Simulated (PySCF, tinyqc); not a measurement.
Ways to converge the cycle: SCF convergence aids in the sto-6g basis, for BeH+, spin multiplicity 1. Computed by the program tinyqc with PySCF. RHF with one setting changed at a time; a run stops when the energy changes by less than 1e-09 hartree and the error matrix is below 1e-5. The start is the core Hamiltonian. Damping d keeps d of the old density; a shift (hartree) raises the virtual levels; DIIS n extrapolates F over n matrices.

Geometry (angstrom):
```
atom       x       y       z
Be    0.0000  0.0000  0.0000
H     0.0000  0.0000  1.9500
```

lowest restricted solution found by these runs and by PySCF = -14.745352 hartree

Largest element of the error matrix X^T (FDS - SDF) X:
```
iteration    plain  damping 0.3  damping 0.6  shift 0.4   DIIS 3   DIIS 8
1          2.7e-01      2.7e-01      2.7e-01    2.7e-01  2.7e-01  2.7e-01
2          4.5e-02      1.3e-01      2.0e-01    2.1e-01  4.5e-02  4.5e-02
3          1.3e-02      4.6e-02      1.4e-01    1.1e-01  1.1e-02  1.1e-02
4          6.6e-03      2.2e-02      9.0e-02    4.5e-02  4.2e-03  4.2e-03
5          3.2e-03      1.1e-02      5.7e-02    1.8e-02  1.9e-04  1.7e-04
6          1.5e-03      6.6e-03      3.6e-02    9.0e-03  1.0e-05  2.2e-05
8          3.3e-04      2.6e-03      1.8e-02    3.3e-03        -  1.8e-07
10         7.3e-05      1.0e-03      9.3e-03    1.7e-03        -        -
14               -      1.6e-04      3.1e-03    4.5e-04        -        -
20               -      9.6e-06      7.2e-04    6.5e-05        -        -
30               -            -      6.5e-05          -        -        -
```

How each run ends:
```
run          iterations  E (hartree)         state
plain                13    -14.74535  lowest found
damping 0.3          21    -14.74535  lowest found
damping 0.6          40    -14.74535  lowest found
shift 0.4            26    -14.74535  lowest found
DIIS 3                7    -14.74535  lowest found
DIIS 8                8    -14.74535  lowest found
```

What does the comparison show, and why?

6 of 6 runs reach the lowest restricted solution found, in 7 to 40 iterations (fastest: DIIS 3). Plain steps already contract here, so damping only slows them. DIIS 3 and DIIS 8 gain by cancelling the error over several earlier matrices, much as a quasi-Newton step does. The restricted reference is unstable here: a spin-polarised solution lies 0.0173 hartree lower (PySCF), so results built on it describe a poor reference.
